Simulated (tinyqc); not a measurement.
Changing the z J_AB: two-sublattice mean-field magnet: ferrimagnet, compensation points and susceptibility. Computed by tinyqc, a small Python program. Command: `OMP_NUM_THREADS=1 python tinyqc.py 3023009 3023010 out.jsonl ferri sweep`. One thread of a shared host (Intel(R) Xeon(R) Processor @ 2.30GHz), about 0.04 s of CPU time with the checks.

A random alloy A(1-x)B(x) with H = -sum over pairs J S_i.S_j. a = <S_A> and b = <S_B> are taken along z, a > 0. Exchange fields: h_A = (1 - x) zJ_AA a + x zJ_AB b, h_B = (1 - x) zJ_AB a + x zJ_BB b; a = S_A B_(S_A)(S_A h_A/(k_B T)) and likewise for b, with the Brillouin function B_S(y) = [(2S + 1)/(2S)] coth[(2S + 1) y/(2S)] - [1/(2S)] coth[y/(2S)].

Inputs (values chosen for the exercise, for a model ferrimagnet):

| quantity | value | unit |
|---|---|---|
| spin S_A | 1.5 | - |
| spin S_B | 2.5 | - |
| g factor g_A | 2 | - |
| g factor g_B | 2 | - |
| fraction x of B sites | 0.22 | - |
| z J_AA | 14.5 | meV |
| z J_BB | 0.98 | meV |
| T over T_c | 0.67 | - |
| largest number of steps | 3000 | - |

Constants: k_B = 8.617333262e-05 eV/K.

Method:
- Linearised, T (a, b) = M (a, b) with M_ij = S_i (S_i + 1) c_j zJ_ij/(3 k_B), c_A = 1 - x, c_B = x. T_c is the larger eigenvalue, and its eigenvector gives b/a at onset, (T_c - M_AA)/M_AB.
- Repeat from a = S_A, b = -S_B until a and b change by less than 1e-10.
- Net moment m = (1 - x) g_A a + x g_B b in mu_B per site; net spin s = (1 - x) a + x b. At T = 0, a = S_A and b = -S_B. Effective g = m/s.
- T_M: m = 0; T_A: s = 0; searched between 0.02 and 0.97 T_c, and given as 0 if there is no change of sign.

One run for each value:

| z J_AB (meV) | T_c (K) | b | net moment m (mu_B) | magnetic compensation T_M (K) |
|---|---|---|---|---|
| -14.00 | 236.2 | -1.924 | 1.022 | 0 |
| -13.00 | 228.4 | -1.895 | 1.043 | 0 |
| -11.00 | 213.5 | -1.817 | 1.092 | 0 |
| -8.60 | 196.9 | -1.674 | 1.167 | 0 |
| -6.60 | 184.7 | -1.484 | 1.253 | 0 |
| -4.70 | 175.1 | -1.208 | 1.368 | 0 |
| -2.70 | 167.9 | -0.779 | 1.542 | 0 |
| -0.73 | 164.3 | -0.224 | 1.774 | 0 |

What does the table show?

Over the rows, T_c (K) falls from 236 to 164; b rises from -1.92 to -0.224; net moment m (mu_B) rises from 1.02 to 1.77.

Extremes, crossings and ranges named in words are read from the listed rows.
